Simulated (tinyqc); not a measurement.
Forward curve with series resistance: current of a Schottky diode by thermionic-emission-diffusion theory, and its read-back from I-V-T and C-V data. Computed by tinyqc, a small Python program. Command: `OMP_NUM_THREADS=1 python tinyqc.py 3021210 3021211 out.jsonl schottky walk`. One thread of a shared host (Intel(R) Xeon(R) Processor @ 2.30GHz), about 0.01 s of CPU time with the checks.

Full ionisation, no tunnelling, no recombination current. V is the voltage across the junction itself, forward positive.

Inputs (values chosen for the exercise, modelled on n-type GaN):

| quantity | value | unit |
|---|---|---|
| Richardson constant A* | 25.1 | A/(cm^2 K^2) |
| effective density of states at 300 K, N_c | 2.3e+18 | 1/cm^3 |
| permittivity eps | 9.7 | - |
| mobility mu | 1000 | cm^2/(V s) |
| barrier without image force phi_0 | 1.12 | eV |
| doping N | 1.1e+17 | 1/cm^3 |
| series resistance R_s | 0.079 | milliohm cm^2 |
| junction voltage V | 0.5 | V |
| temperature T | 423 | K |

Barrier: uniform.

Constants: k_B = 8.617333262e-05 eV/K; e = 1.602176634e-19 C; eps_0 = 8.8541878128e-12 F/m.

Method:
- N_c(T) = N_c (T/300 K)^(3/2); V_bi = phi_0 - (k_B T/e) ln(N_c(T)/N); surface field F = sqrt(2 e N (V_bi - V - k_B T/e)/(eps eps_0)); image lowering d_phi = sqrt(e F/(4 pi eps eps_0)); effective barrier phi = phi_0 - d_phi.
- Collection velocity v_R = A* T^2/(e N_c(T)); diffusion velocity v_D = mu F; J = e N_c(T) v_R/(1 + v_R/v_D) exp(-phi/k_B T) [exp(e V/k_B T) - 1].
- Terminal voltage V + J R_s; apparent ideality from neighbouring rows, (e/k_B T) dV_terminal/d ln J.

built-in voltage V_bi = 0.990395 V

Forward curve; the last column belongs to the interval up to the next row:

| V (V) | J (A/cm^2) | terminal voltage (V) | apparent n |
|---|---|---|---|
| 0.229 | 4.1762e-04 | 0.2290 | 1.0191 |
| 0.319 | 4.7094e-03 | 0.3190 | 1.0222 |
| 0.408 | 5.1325e-02 | 0.4080 | 1.0259 |
| 0.497 | 5.5514e-01 | 0.4970 | 1.0349 |
| 0.586 | 5.9424e+00 | 0.5865 | 1.0890 |
| 0.675 | 6.2620e+01 | 0.6799 | 1.5885 |
| 0.764 | 6.4235e+02 | 0.8147 | 6.3939 |
| 0.853 | 6.2083e+03 | 1.3435 | - |

What follows from these numbers?

The resistance takes over where J R_s exceeds k_B T/e, at J = 461 A/cm^2; the apparent ideality climbs from 1.02 to 6.39, so barrier and n must be read below that current.
